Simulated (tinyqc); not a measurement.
# CMOS inverter, nodal equation and switching: what changes with what

An n-channel pull-down (bn, VTn) and a p-channel pull-up (bp, VTp) share the input Vin and the output node Vout, which carries the load C. Transistor (EKV form, voltages against the body): I = 2 n b Vt^2 [F(vp - Vs) - F(vp - Vd)] from drain to source, F(v) = ln^2(1 + exp(v/(2 Vt))), vp = (Vg - VT + sg |Vd - Vs|)/n. n-channel bodies are at 0; for the p-channel device all voltages are counted down from Vdd. b in uA/V^2 gives I in uA. Static: In = Ip. Transient: C dVout/dt = Ip - In. No velocity saturation, no gate capacitance beyond C.

Values chosen for this exercise: temperature T = 250 K; supply voltage Vdd = 0.7 V; slope factor n = 1.18; drain-induced barrier lowering sg = 0.033; n-channel threshold VTn = 0.27 V; p-channel threshold (magnitude) VTp = 0.38 V; gain factor of the pull-down transistor bn = 380 uA/V^2; gain factor of the pull-up transistor bp = 380 uA/V^2; load capacitance C = 0.75 fF.

Constants: q = 1.602176634e-19 C, kB = 1.380649e-23 J/K, Vt = kB T/q. Results are converted to the units shown.

Each table varies one quantity; the others keep the values above.

## Effect of the n-channel threshold

VM solves In = Ip with Vin = Vout; VIL and VIH are the inputs of gain -1, NML = VIL - Vout(VIH), NMH = Vout(VIL) - VIH. For a step input the delay to Vdd/2 is tHL = C times the integral of dV/(In - Ip) from Vdd/2 to Vdd at Vin = Vdd, and tLH likewise with Ip - In from 0 to Vdd/2 at Vin = 0.

Result of one run:
```
VTn (V)  VM (V)  gain at VM  NML (V)  NMH (V)  tHL (ps)  tLH (ps)
0.25     0.2871      -30.30   0.2335   0.3635     7.480     14.33
```

What becomes of these results when the n-channel threshold VTn is changed from 0.25 to 0.3 V, all else the same?

Result of the changed run:
```
VTn (V)  VM (V)  gain at VM  NML (V)  NMH (V)  tHL (ps)  tLH (ps)
0.3      0.3113      -30.30   0.2636   0.3436     9.367     14.33
```

The whole series:
```
VTn (V)  VM (V)  gain at VM  NML (V)  NMH (V)  tHL (ps)  tLH (ps)
0.15     0.2387      -30.10   0.1698   0.3998     5.123     14.33
0.2      0.2629      -30.27   0.2022   0.3822     6.124     14.33
0.25     0.2871      -30.30   0.2335   0.3635     7.480     14.33
0.3      0.3113      -30.30   0.2636   0.3436     9.367     14.33
0.35     0.3355      -30.30   0.2926   0.3226     12.08     14.33
0.4      0.3597      -30.30   0.3204   0.3004     16.19     14.33
0.45     0.3839      -30.30   0.3475   0.2775     22.78     14.33
0.5      0.4081      -30.30   0.3738   0.2538     34.32     14.33
```

As VTn goes from 0.15 to 0.5 V, VM rises from 0.239 to 0.408 V, the size of the gain rises from 30.1 to 30.3, tHL rises from 5.12 to 34.3 ps and tLH stays near 14.3 ps. The smaller margin is largest, 0.300 V, at VTn = 0.4 V among the rows. At VTn = 0.15 V the overdrive passes 0.5 V, where velocity saturation, left out here, would lengthen the delays of short devices.

## Effect of the drain-induced barrier lowering

Same model as above.

Results:
```
sg    VM (V)  gain at VM  NML (V)  NMH (V)  tHL (ps)  tLH (ps)
0.01  0.2955      -99.97   0.2549   0.3649     8.614     15.40
0.04  0.2971      -25.00   0.2428   0.3528     8.027     14.02
0.07  0.2986      -14.28   0.2306   0.3406     7.501     12.82
0.1   0.3000      -9.999   0.2184   0.3284     7.028     11.77
0.13  0.3013      -7.692   0.2060   0.3160     6.600     10.85
0.16  0.3026      -6.250   0.1936   0.3036     6.213     10.04
0.22  0.3049      -4.545   0.1687   0.2787     5.539     8.667
```

Estimate the missing row, sg = 0.19.

Computed row:
```
sg    VM (V)  gain at VM  NML (V)  NMH (V)  tHL (ps)  tLH (ps)
0.19  0.3038      -5.263   0.1811   0.2911     5.860     9.314
```

With this row back in the table: As sg goes from 0.01 to 0.22, VM rises from 0.296 to 0.305 V, the size of the gain falls from 100 to 4.55, tHL falls from 8.61 to 5.54 ps and tLH falls from 15.4 to 8.67 ps. The smaller margin is largest, 0.255 V, at sg = 0.01 among the rows. Barrier lowering gives both transistors an output conductance, which caps the gain.

## Effect of the gain factor of the pull-up transistor

Same model as above.

The same in every row: tHL (ps) = 8.158.

Effect of the gain factor of the pull-up transistor:
```
bp (uA/V^2)  VM (V)  gain at VM  NML (V)  NMH (V)  tLH (ps)
76           0.2639      -30.29   0.2106   0.3904     71.63
120          0.2732      -30.30   0.2206   0.3806     45.37
180          0.2815      -30.30   0.2294   0.3719     30.24
270          0.2898      -30.30   0.2383   0.3631     20.16
420          0.2988      -30.30   0.2479   0.3535     12.96
650          0.3077      -30.30   0.2573   0.3440     8.375
990          0.3163      -30.30   0.2664   0.3349     5.499
1500         0.3248      -30.30   0.2753   0.3258     3.629
```

What does the comparison show?

As bp goes from 76 to 1500 uA/V^2, VM rises from 0.264 to 0.325 V, the size of the gain stays near 30.3, tHL stays near 8.16 ps and tLH falls from 71.6 to 3.63 ps. The smaller margin is largest, 0.275 V, at bp = 1500 uA/V^2 among the rows. A stronger pull-up raises VM and trades low-side against high-side margin.

Computed by the program tinyqc: `OMP_NUM_THREADS=1 python tinyqc.py 2340143 2340144 out.jsonl`, one thread of a shared Intel Xeon 2.30GHz, about 0.06 s for the whole run.
